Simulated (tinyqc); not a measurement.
Arrhenius plot: admittance spectroscopy and thermally stimulated current of one trap level in a depletion layer. Computed by tinyqc, a small Python program. Command: `OMP_NUM_THREADS=1 python tinyqc.py 3110304 3110305 out.jsonl admit walk`. One thread of a shared host (Intel(R) Xeon(R) Processor @ 2.30GHz), about 0.01 s of CPU time with the checks.

A Schottky junction on n-type material holds one donor-like electron trap; shallow donors are fully ionised and abrupt depletion edges are assumed.

Inputs (values chosen for the exercise, modelled on n-type germanium):
```
quantity                         value    unit
density-of-states mass m         0.565     m_0
shallow doping N               1.1e+16  1/cm^3
trap density N_t               5.1e+15  1/cm^3
trap depth E_t below the band    0.266      eV
capture cross section sigma    1.5e-16    cm^2
test frequency f                   500      Hz
```

Constants: k_B = 1.380649e-23 J/K; m_0 = 9.1093837015e-31 kg; h = 6.62607015e-34 J s; k_B = 8.617333262e-05 eV/K.

Method:
- N_c = 2 (2 pi m k_B T/h^2)^(3/2), v_th = sqrt(3 k_B T/m), emission rate e_n = sigma v_th N_c exp(-E_t/(k_B T)).
- Where the level crosses the Fermi level capture equals emission, so the trap follows the signal with the rate 2 e_n; G/omega peaks at omega = 2 e_n (the correction for large N_t/N is left out).
- Solve 2 e_n(T_p) = 2 pi f.
- T_p for 0.1, 0.3, 1, 3 and 10 f; least-squares lines of ln(e_n/T^2) and of ln(e_n) against 1/(k_B T), e_n = pi f; sigma = exp(intercept)/(v_th N_c/T^2).

peak temperature T_p = 196.265 K

Peaks:
```
f (Hz)  T_p (K)  1/(k_B T) (1/eV)  ln(e_n/T^2)  ln(e_n)
50       173.57            66.859      -5.2564   5.0568
150      183.74            63.157      -4.2717   6.1554
500      196.27            59.127      -3.1996   7.3593
1500     209.18            55.476      -2.2285   8.4580
5000     225.30            51.508      -1.1729   9.6619
```

depth from e_n/T^2 = 0.266 eV

cross section from the intercept = 1.50e-16 cm^2

depth without the T^2 = 0.29995 eV

What does the comparison show, and why?

Leaving out T^2 adds 34 meV, near 2 k_B T_p = 34 meV. Caution: N_t/N is not small, so the peak moves away from omega = 2 e_n.

Extremes, crossings and ranges named in words are read from the listed rows.
